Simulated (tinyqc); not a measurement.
Raising U: Hubbard chain of 4 sites, mean field against exact. Computed by the program tinyqc. 

one-body matrix (hopping and site energies) (eV):
```
         1        2        3        4
1  -0.3900  -1.6500   0.0000   0.0000
2  -1.6500   0.1100  -1.6500   0.0000
3   0.0000  -1.6500   0.2800  -1.6500
4   0.0000   0.0000  -1.6500  -0.3000
```

electrons, up and down: 2  1

Collinear unrestricted mean field (the lowest of 40 random starts) against exact diagonalisation.

Exact and mean-field results (eV):

| U | U/t | E exact | E mean field | mean \|n_up - n_down\| | double occupancy, exact | first gap in the sector |
|---|---|---|---|---|---|---|
| 0.8200 | 0.4970 | -6.143487 | -6.122935 | 0.2500 | 0.1063 | 1.4318 |
| 1.6500 | 1.0000 | -5.813534 | -5.733523 | 0.2500 | 0.0927 | 1.4021 |
| 3.3000 | 2.0000 | -5.281914 | -5.001860 | 0.2899 | 0.0693 | 1.2653 |
| 4.9500 | 3.0000 | -4.886105 | -4.388496 | 0.4273 | 0.0515 | 1.1045 |
| 6.6000 | 4.0000 | -4.590816 | -3.943174 | 0.5355 | 0.0387 | 0.9597 |
| 9.9000 | 6.0000 | -4.195046 | -3.409806 | 0.6411 | 0.0230 | 0.7402 |
| 13.2000 | 8.0000 | -3.950439 | -3.167423 | 0.7287 | 0.0149 | 0.5936 |
| 19.8000 | 12.0000 | -3.672437 | -3.025444 | 0.7409 | 0.0074 | 0.4195 |
| 33.0000 | 20.0000 | -3.427657 | -2.912319 | 0.7468 | 0.0029 | 0.2612 |

In absolute terms mean field is worst at U/t = 6.0, 0.785 eV too high: at small U it is nearly exact, and at large U it still misses the motion of the hole through a fluctuating spin background. Relative to the exact energy its error is 0.3 % at the smallest U, 20 % at most and 15 % at the largest. The double occupancy falls from 0.106 to 0.003.
